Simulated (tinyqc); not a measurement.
Changing the edge of the cubic cell L: correction of a charged-defect supercell by a model charge and potential alignment (plane-averaged potentials). Computed by tinyqc, a small Python program. Command: `OMP_NUM_THREADS=1 python tinyqc.py 3112345 3112346 out.jsonl align sweep`. One thread of a shared host (Intel(R) Xeon(R) Processor @ 2.30GHz), about 0.02 s of CPU time with the checks.

The "true" defect charge is (1 - x) q in a Gaussian of width sigma plus x q in one of width sigma_t, so the exact answer is known; the correction sees only a single model Gaussian of width sigma_m. A Gaussian of width s has the transform rho(G) = exp(-G^2 s^2/2), normalised to 1. A uniform background cancels q, so G = 0 is left out. Potentials are those felt by a unit positive charge. E_0 is the formation energy of the isolated defect, E_cell its value in the supercell, E_lat = E_iso - E_per of the model charge, C the true less the model potential far from the defect; the exact correction is E_0 - E_cell, and the error of a scheme is E_cell plus its correction less E_0.

Inputs (values chosen for the exercise, with screening close to that of GaN):
```
quantity                                     value      unit
defect charge q                                  1         e
dielectric constant eps                       9.17         -
width sigma of the true defect charge         0.95  angstrom
width sigma_m of the model charge             0.66  angstrom
share x of the charge in a wide tail             0         -
width sigma_t of the tail                      1.9  angstrom
formation energy of the isolated defect E_0    2.1        eV
```

Constants: e^2/(4 pi eps_0) = 14.39964548 eV angstrom.

Method:
- Periodic energy E_per = (2 pi q^2/(eps L^3)) (e^2/(4 pi eps_0)) sum_(G != 0) rho(G)^2/G^2, G = (2 pi/L)(n1, n2, n3), |n_i| <= 16. Isolated energy: two Gaussians of charges q_a, q_b and widths a, b interact by q_a q_b (e^2/(4 pi eps_0 eps)) sqrt(2/pi)/sqrt(a^2 + b^2), and the self-energy is half the sum over pairs.
- Supercell value E_cell = E_0 + E_per - E_iso for the true charge.
- E_lat = E_iso - E_per for the model charge; point-charge value alpha q^2 e^2/(4 pi eps_0 eps 2 L) with alpha = 2.837297.
- Plane-averaged potential at distance z from the defect: V(z) = (4 pi q/(eps L^3)) (e^2/(4 pi eps_0 e)) sum_(m != 0) rho(G_m) cos(G_m z)/G_m^2, G_m = 2 pi m/L, |m| <= 40.
- C = difference at z = L/2; E_corr = E_cell + E_lat - q C. For charges that have died out at L/2, C = (2 pi q/(eps L^3)) (e^2/(4 pi eps_0 e)) (<s^2> - sigma_m^2), <s^2> = (1 - x) sigma^2 + x sigma_t^2.

One run for each value; columns: (1) edge of the cubic cell L (angstrom); (2) exact correction (eV); (3) error with the point-charge term alone (meV); (4) alignment C (V); (5) error with alignment (rounded to 1e-4 meV) (meV):
```
(1)        (2)     (3)        (4)     (5)
7.73   0.26891  19.278  0.0099702  0.0033
8.83   0.23935  12.934  0.0066910  0.0002
9.93   0.21525   9.094  0.0047048  0.0000
11.00  0.19583   6.690  0.0034611  0.0000
12.10  0.17908   5.026  0.0026003  0.0000
13.20  0.16489   3.872  0.0020029  0.0000
14.30  0.15274   3.045  0.0015754  0.0000
```

What does the table show, and why?

Over the rows, exact correction (eV) falls from 0.269 to 0.153 (exponent d ln y / d ln x -0.88 between the first rows and -0.96 between the last); error with the point-charge term alone (meV) falls from 19.3 to 3.05 (exponent d ln y / d ln x about -3.0 throughout); alignment C (V) falls from 0.00997 to 0.00158 (exponent d ln y / d ln x about -3.0 throughout). At the high end the exponent of exact correction is -0.96, close to -1: the point-charge term. The exponent of error with the point-charge term alone stays at -3: the next term after the point charge. The exponent of alignment C stays at -3: a second moment over the volume.  Left out: 15.5 (the model charge is too narrow for the reciprocal sum).
